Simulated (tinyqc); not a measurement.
# From one set of inputs to another, one input at a time

Model: thermal stress, cracking, delamination and buckling of a thin film; Griffith cracks and misfitting inclusions. Computed by tinyqc, a small Python program. Command: `OMP_NUM_THREADS=1 python tinyqc.py 3010396 3010397 out.jsonl filmcrack ladder`. One thread of a shared host (Intel(R) Xeon(R) Processor @ 2.30GHz), about 0.03 s of CPU time with the checks.

Isotropic linear elasticity; the substrate is much thicker than the film; stress is positive in tension.

The inputs printed are set A. Set A is modelled on a porous low-k oxide on silicon; the values taken over come from a set modelled on a silicon dioxide film on silicon. Inputs not listed in the table keep their values of set A, so the rows need not describe a real material.

Inputs (values chosen for the exercise, modelled on a porous low-k oxide on silicon):
```
quantity                          value        unit
film Young's modulus E             7.66         GPa
film Poisson ratio nu              0.25           -
film expansion alpha_f             12.6      1e-6/K
substrate expansion alpha_s         3.3      1e-6/K
deposition temperature T_d          400           K
final temperature T                 300           K
intrinsic stress                     15         MPa
film thickness h                   0.16  micrometre
substrate Young's modulus E_s       164         GPa
substrate Poisson ratio nu_s       0.23           -
flaw half length a                 0.23  micrometre
substrate surface energy gamma_s    1.3       J/m^2
inclusion radius R                0.064  micrometre
```

Inclusion: long cylinder (a filled via).

Method:
- Thermal strain = (alpha_f - alpha_s)(T_d - T); stress = E/(1 - nu) x strain + intrinsic stress; plane-strain modulus Ebar = E/(1 - nu^2); G0 = stress^2 h/(2 Ebar) is the energy freed per area when a long strip loses its stress across its width.
- Through crack of length 2a in plane strain: K_Ic = sqrt(2 gamma_s E_s/(1 - nu_s^2)); fracture stress = K_Ic/sqrt(pi a). An edge crack of depth a has K larger by 1.1215.
- Film material fills a long cylinder of radius R in the substrate, with the misfit e = thermal strain (it wants to shrink if e > 0). With the axial strain held by the substrate, s0 = (1 + nu) e/[(1 + nu)(1 - 2 nu)/E + (1 + nu_s)/E_s]; inside s_rr = s_tt = s0 and s_zz = E e + 2 nu s0; outside s_rr = s0 (R/r)^2, s_tt = -s_rr. Keep-out radius: where |s_rr| falls to 10 MPa (R if it is lower at the wall).

Each row keeps all changes above it:
```
input moved                               from     to  film stress (MPa)  fracture stress, inner crack (MPa)  radial stress at the wall s0 (MPa)
set A                                        -      -               24.5                               789.4                                13.0
film expansion alpha_f (1e-6/K)           12.6  0.547               12.2                               789.4                                -3.9
film Young's modulus E (GPa)              7.66   68.9              -10.3                               789.4                               -20.8
substrate expansion alpha_s (1e-6/K)       3.3      3               -7.5                               789.4                               -18.5
substrate surface energy gamma_s (J/m^2)   1.3    1.1               -7.5                               726.1                               -18.5
intrinsic stress (MPa)                      15   -130             -152.5                               726.1                               -18.5
film thickness h (micrometre)             0.16    1.6             -152.5                               726.1                               -18.5
deposition temperature T_d (K)             400   1025             -293.4                               726.1                              -134.2
```

Film stress goes from 24.5 to -293, -318 in all. The largest single move comes from intrinsic stress (-145). Fracture stress, inner crack goes from 789 to 726, a factor 0.920 in all. The largest single move comes from substrate surface energy gamma_s (a factor 0.920). Radial stress at the wall s0 goes from 13.0 to -134, -147 in all. The largest single move comes from deposition temperature T_d (-116). The single moves hold for this order of the switches; the total does not depend on the order.

Caution (rows deposition temperature T_d): at a stress above 0.4 % of E a ductile film would yield, and the elastic value is then an upper bound; a brittle film in tension cracks instead.

Extremes, crossings and ranges named in words are read from the listed rows.
